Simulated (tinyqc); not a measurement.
From results to parameters: Hueckel model of a polar double bond. Computed by the program tinyqc.

Problem. A C=X pi bond in Hueckel theory has H_XX = alpha + h beta, H_CC = alpha and H_CX = k beta, with two electrons. Find h, k, the charge on carbon and the bond order.

x values of the two levels (E = alpha + x beta): 2.395343  -0.155343

Solution. The sum of the x values is h and their product is -k^2; the charge on carbon is h/sqrt(h^2 + 4k^2) and the bond order 2k/sqrt(h^2 + 4k^2).

h, k: 2.240  0.610
charge on carbon, bond order: 0.878  0.478
